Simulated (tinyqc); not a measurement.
# Six-transistor SRAM cell, nodal equations and margins: effects of single changes

Two cross-coupled inverters (pull-down bn, pull-up bp) hold the nodes Q and QB; access transistors (ba, threshold VTn, gate on the word line at Vdd when selected) join them to the bit lines. Transistor (EKV form, voltages against the body): I = 2 n b Vt^2 [F(vp - Vs) - F(vp - Vd)] from drain to source, F(v) = ln^2(1 + exp(v/(2 Vt))), vp = (Vg - VT + sg |Vd - Vs|)/n. n-channel bodies are at 0; for the p-channel device all voltages are counted down from Vdd. b in uA/V^2 gives I in uA. For an access transistor the bit line is the drain and the node the source. In a read both bit lines are at Vdd. The cell is symmetric (no mismatch).

Parameters, values chosen for the exercise: temperature T = 300 K; supply voltage Vdd = 0.9 V; slope factor n = 1.32; drain-induced barrier lowering sg = 0.056; n-channel threshold VTn = 0.27 V; p-channel threshold (magnitude) VTp = 0.42 V; gain factor of the pull-down transistor bn = 560 uA/V^2; gain factor of the access transistor ba = 470 uA/V^2; gain factor of the pull-up transistor bp = 260 uA/V^2.

Constants: q = 1.602176634e-19 C, kB = 1.380649e-23 J/K, Vt = kB T/q. Results are converted to the units shown.

Each table varies one quantity; the others keep the values above.

## Effect of the gain factor of the pull-up transistor

f(x) is the node voltage of one half-cell for input x: In = Ip in hold, In = Ip + Ia in a read. Static noise margin: side of the largest square between the curve (x, f(x)) and its mirror image (f(y), y); with h(c) the root x of f(x) - x = c, it is the maximum over c > 0 of h(c) - h(-c) + c. Q is the low node in a read and Iread the current of its access transistor. The write trip is the voltage to which the bit line of the high node must fall (the other staying at Vdd) for that state to vanish; higher is easier, and a negative value means that a grounded bit line does not write.

Result of one run:
```
bp (uA/V^2)	hold margin (mV)	read margin (mV)	Q in a read (mV)	Iread (uA)	write trip (mV)
93	283.5	94.11	139.6	42.46	400.1
```

What becomes of these results when the gain factor of the pull-up transistor bp is changed from 93 to 390 uA/V^2, all else the same?

Result of the changed run:
```
bp (uA/V^2)	hold margin (mV)	read margin (mV)	Q in a read (mV)	Iread (uA)	write trip (mV)
390	326.2	139.2	139.3	42.53	290.2
```

The whole series:
```
bp (uA/V^2)	hold margin (mV)	read margin (mV)	Q in a read (mV)	Iread (uA)	write trip (mV)
93	283.5	94.11	139.6	42.46	400.1
130	294.0	104.5	139.5	42.49	379.4
190	305.6	116.5	139.4	42.51	352.9
270	316.0	127.6	139.4	42.52	324.7
390	326.2	139.2	139.3	42.53	290.2
560	335.4	150.7	139.3	42.53	250.2
```

As bp goes from 93 to 560 uA/V^2, the read margin rises from 94.1 to 151 mV, the write trip falls from 400 to 250 mV and Iread stays near 42.5 uA. The read margin is 0.33 of the hold margin in the first row and 0.45 in the last. Read stability and write ability pull in opposite directions. At bp = 93 uA/V^2 the read margin is under 100 mV, which threshold mismatch, left out here, can use up in a large array.

## Effect of the gain factor of the pull-down transistor

Same model as above.

Effect of the gain factor of the pull-down transistor:
```
bn (uA/V^2)	hold margin (mV)	read margin (mV)	Q in a read (mV)	Iread (uA)	write trip (mV)
350	328.0	105.5	181.8	32.97	353.3
460	320.5	117.6	156.6	38.48	338.4
610	312.4	130.2	132.1	44.27	323.5
800	304.3	141.9	110.5	49.72	309.7
1100	294.5	154.6	87.89	55.73	294.5
1400	287.0	163.3	73.04	59.87	283.8
```

Read the table: what changes, and by how much?

As bn goes from 350 to 1400 uA/V^2, the read margin rises from 105 to 163 mV, the write trip falls from 353 to 284 mV and Iread rises from 33.0 to 59.9 uA. The read margin is 0.32 of the hold margin in the first row and 0.57 in the last. Read stability and write ability pull in opposite directions.

tinyqc, about 0.1 s, one thread, Intel Xeon 2.30GHz (shared host): `OMP_NUM_THREADS=1 python tinyqc.py 2340021 2340022 out.jsonl`
